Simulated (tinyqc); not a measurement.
Rapid thermal processing of a wafer: radiative balance, ramp and cooling, pattern effects, pyrometer error and spike budget: one step, computed by the program tinyqc.

The wafer is opaque and uniform through its thickness unless said otherwise; temperatures in formulas are in kelvin (C + 273.15). sigma = 5.670374419e-12 W/(cm^2 K^4).

Task: Pyrometer error. Signal proportional to eps/(exp(c2/(lambda T)) - 1), c2 = h c/k_B. If the assumed emissivity is too high by the given error, the reading T' solves (1 + error)/(exp(c2/(lambda T')) - 1) = 1/(exp(c2/(lambda T)) - 1). Wien estimate: T' - T = -lambda T^2 ln(1 + error)/c2. Process rates go as exp(-E_a/(k_B T)).

Inputs (values chosen for the exercise, modelled on a hot silicon wafer):
```
quantity,value,unit
process temperature,642,C
pyrometer wavelength,0.95,micrometre
error of the assumed emissivity,12,%
activation energy of the process E_a,3.66,eV
```

Constants: h = 6.62607015e-34 J s; c = 299792458 m/s; k_B = 1.380649e-23 J/K; k_B = 8.617333262e-05 eV/K.

Give: c2; c2/(lambda T); reading less true temperature; Wien estimate; rate at T over rate at T', less 1.

Result:

c2 = 14388 micrometre K

c2/(lambda T) = 16.549

reading less true temperature = -6.2243 K

Wien estimate = -6.2669 K

rate at T over rate at T', less 1 = 37.413 %
